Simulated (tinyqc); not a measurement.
Charge-trap memory cell: one step of the calculation.

Channel, tunnel oxide, storage layer, blocking layer, gate. N electrons per area sit in a sheet at the centroid and shift the threshold by U = (q/eps0) N (tb/eb + xc tn/en). EOT = t1 + 3.9 (tn/en + tb/eb); tunnel field F = (Vg - U)/EOT; dN/dt = eta (J/q)(1 - N/Nm). Fowler-Nordheim: J = A F^2 exp(-B/F), A = q^2/(16 pi^2 hbar mo phi) (times 1e14 for A/cm^2 with F in V/nm, emitter mass m0), B = (4/3) sqrt(mo/C) phi^1.5, C = hbar^2/(2 m0).

Task. Midpoint steps of growing length. N(half) = N + (d/2) r(N), N(new) = N + d r(N(half)), r = dN/dt; the step starts at d0 and is multiplied by gr each time. Field in the blocking layer (3.9 F + q N/eps0)/eb.

Parameters, values chosen for the exercise; oxide values close to those of silicon dioxide, storage layer close to silicon nitride, blocking layer close to silicon dioxide: tunnel barrier phi = 3.12 eV; tunnelling mass mo = 0.48 m0; tunnel oxide (permittivity 3.9) t1 = 5.1 nm; storage layer tn = 5.6 nm; its relative permittivity en = 7.1; blocking layer tb = 5.4 nm; its relative permittivity eb = 3.9; charge centroid, share of tn counted from the blocking side xc = 0.3; capture efficiency of an empty layer eta = 0.94; trap density Nm = 1.2e13 cm^-2; gate voltage less flat band and surface potential Vg = 17.5 V; first time step d0 = 1.5e-7 s; growth of the step gr = 1.6; steps n = 9.

Constants: q = 1.602176634e-19 C, hbar = 1.054571817e-34 J s, m0 = 9.1093837015e-31 kg, eps0 = 8.8541878128e-14 F/cm where lengths are in cm, hbar^2/(2 m0) = 0.0380998212 eV nm^2. Results are converted to the units shown.

Find: t; N; U; F; blocking field.

Result.

| step | t (s) | N (cm^-2) | U (V) | F (V/nm) | blocking field (V/nm) |
|---|---|---|---|---|---|
| 0 | 0 | 0 | 0.0000 | 1.2890 | 1.2890 |
| 1 | 1.5000e-7 | 2.3227e11 | 0.0681 | 1.2840 | 1.2948 |
| 2 | 3.9000e-7 | 5.5796e11 | 0.1637 | 1.2770 | 1.3029 |
| 3 | 7.7400e-7 | 9.9174e11 | 0.2909 | 1.2676 | 1.3136 |
| 4 | 1.3884e-6 | 1.5365e12 | 0.4508 | 1.2558 | 1.3271 |
| 5 | 2.3714e-6 | 2.1807e12 | 0.6397 | 1.2419 | 1.3431 |
| 6 | 3.9443e-6 | 2.9019e12 | 0.8513 | 1.2263 | 1.3610 |
| 7 | 6.4609e-6 | 3.6733e12 | 1.0776 | 1.2097 | 1.3801 |
| 8 | 1.0487e-5 | 4.4702e12 | 1.3114 | 1.1924 | 1.3998 |
| 9 | 1.6930e-5 | 5.2722e12 | 1.5467 | 1.1751 | 1.4197 |

Range of the model: The Fowler-Nordheim form needs F t1 above phi; trap-assisted paths and leakage through the blocking layer are left out.

Computed by the program tinyqc: `OMP_NUM_THREADS=1 python tinyqc.py 2130038 2130039 out.jsonl`, one thread of a shared Intel Xeon 2.30GHz, about 0.04 s for the whole run.
